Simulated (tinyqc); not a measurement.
Fully depleted semiconductor-on-insulator film with two gates, non-linear Poisson equation by Newton steps: charge against front-gate voltage.

One dimension across the film, front interface at x = 0, back interface at x = ts. psi is counted from the intrinsic level, n = ni exp(psi/Vt) (source grounded), holes neglected, acceptors ionised. Gates act through Cox = eps0 eox/tox and Cbox = 3.9 eps0/tb with potentials G1 = Vg - (phiM - chi - Vt ln(Nc/ni)) and G2 = Vb - (phiB - chi - Vt ln(Nc/ni)). Classical Boltzmann densities, no interface charge, no depletion in the back plane.

ni = sqrt(Nc Nv) exp(-Eg/(2 Vt)), Eg in volts. The Poisson equation eps0 eps_r d2psi/dx2 = q (n + Na), with -eps0 eps_r dpsi/dx = Cox (G1 - psi) at x = 0 and eps0 eps_r dpsi/dx = Cbox (G2 - psi) at x = ts, is solved on 300 equal intervals with half boxes at both ends; N_inv is the trapezoid sum of n. Swing = ln 10/(d ln N_inv/dVg); the last column is (dN_inv/dVb)/(dN_inv/dVg).

Parameters, values chosen for the exercise; band and dielectric values those of a made-up semiconductor: temperature T = 350 K; band gap Eg = 1.33 eV; relative permittivity eps_r = 11.9; conduction-band density of states at T Nc = 2.8e19 cm^-3; valence-band density of states at T Nv = 4.02e19 cm^-3; electron affinity chi = 4.57 eV; relative permittivity of the gate insulator (close to silicon dioxide) eox = 3.9; insulator thickness tox = 3.7 nm; film thickness ts = 13 nm; buried-oxide thickness (eps_r 3.9) tb = 30 nm; acceptor density of the film Na = 1e15 cm^-3; work function of the front gate phiM = 5.14 eV; work function of the back plane phiB = 5.62 eV; back-gate voltage Vb = 0 V.

Constants: q = 1.602176634e-19 C, kB = 1.380649e-23 J/K, Vt = kB T/q, eps0 = 8.8541878128e-14 F/cm where lengths are in cm. Results are converted to the units shown.

Result of one run:
```
Vg (V)	psi front (V)	psi back (V)	N_inv (cm^-2)	centroid/ts	swing (mV/decade)	q dN_inv/dVg over Cox	back/front leverage
1.2	0.664	0.470	3.02e12	0.120	1.32e3	0.908	0.122
```

What becomes of these results when the front-gate voltage Vg is changed from 1.2 to 0.75 V, all else the same?

Result of the changed run:
```
Vg (V)	psi front (V)	psi back (V)	N_inv (cm^-2)	centroid/ts	swing (mV/decade)	q dN_inv/dVg over Cox	back/front leverage
0.75	0.601	0.452	7.84e11	0.183	412	0.752	0.131
```

The whole series:
```
Vg (V)	psi front (V)	psi back (V)	N_inv (cm^-2)	centroid/ts	swing (mV/decade)	q dN_inv/dVg over Cox	back/front leverage
0.15	0.178	0.107	1.63e6	0.320	80.1	8.04e-6	0.154
0.3	0.313	0.226	1.22e8	0.286	79.8	6.06e-4	0.149
0.45	0.447	0.343	8.91e9	0.256	83.5	0.0422	0.144
0.6	0.551	0.426	2.17e11	0.220	174	0.493	0.138
0.75	0.601	0.452	7.84e11	0.183	412	0.752	0.131
0.9	0.629	0.462	1.49e12	0.155	699	0.841	0.127
1.05	0.649	0.467	2.24e12	0.135	1.00e3	0.883	0.124
1.2	0.664	0.470	3.02e12	0.120	1.32e3	0.908	0.122
1.35	0.676	0.472	3.82e12	0.108	1.64e3	0.924	0.121
```

N_inv passes 1e11 cm^-2 at Vg = 0.551 V. The swing starts at 80.1 mV a decade, against (1 + k) Vt ln 10 = 76.9 for a front channel with k = Cs Cbox/(Cox (Cs + Cbox)) = 0.108, Cs = eps0 eps_r/ts; above threshold this column is no longer a subthreshold swing. The centroid falls from 0.320 to 0.108 of ts and the leverage of the back gate falls from 0.154 to 0.121. For Vg = 0.9, 1.05, 1.2, 1.35 the density at an interface exceeds 0.3 Nc, where Boltzmann statistics fail. For Vg = 0.6, 0.75, 0.9, 1.05, 1.2, 1.35 the classical centroid lies within 3 nm of an interface, where confinement, left out, would push it away.

Computed by the program tinyqc: `OMP_NUM_THREADS=1 python tinyqc.py 2190023 2190024 out.jsonl`, one thread of a shared Intel Xeon 2.30GHz, about 0.3 s for the whole run.
